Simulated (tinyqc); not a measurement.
Time-dependent dielectric breakdown: cell percolation, Weibull statistics, area scaling and voltage extrapolation: one step, computed by the program tinyqc. Command: `OMP_NUM_THREADS=1 python tinyqc.py 3029254 3029255 out.jsonl tddb walk`. One thread of a shared host (Intel(R) Xeon(R) Processor @ 2.30GHz), about 0.01 s of CPU time with the checks.

The oxide is divided into columns of area a^2, each holding m = t_ox/a cells (m is taken as continuous). A share lambda(t) = (t/t_1)^alpha of the cells is defective, and a column whose cells are all defective breaks down.

Problem. Weibull parameters from the cell model. Failure fraction F = 1 - (1 - lambda^m)^N with N = A/a^2 columns, which for small lambda^m is 1 - exp(-(t/t63)^beta) with beta = alpha m and t63 = t_1 N^(-1/beta); critical share lambda(t63) = N^(-1/m). 1 um^2 = 1e6 nm^2.

Inputs (values chosen for the exercise, for a model gate oxide):
```
quantity,value,unit
oxide thickness t_ox,4.3,nm
defect cell size a,1.3,nm
exponent alpha of defect growth,0.68,-
time t_1 at which the occupied share would reach 1,1.5e+09,s
test area A,10000,um^2
```

Give: cells per column m; columns N; Weibull slope beta; characteristic life t63; critical share of defective cells.

Solution.

cells per column m = 3.3077

columns N = 5.9172e+09

Weibull slope beta = 2.2492

characteristic life t63 = 67834 s

critical share of defective cells = 0.0011108

Times between F = 10 % and 90 % span a factor 3.94: the smaller beta = alpha m, the wider the scatter. Caution: t_1 is an input here; in a real oxide it changes with thickness at fixed voltage.
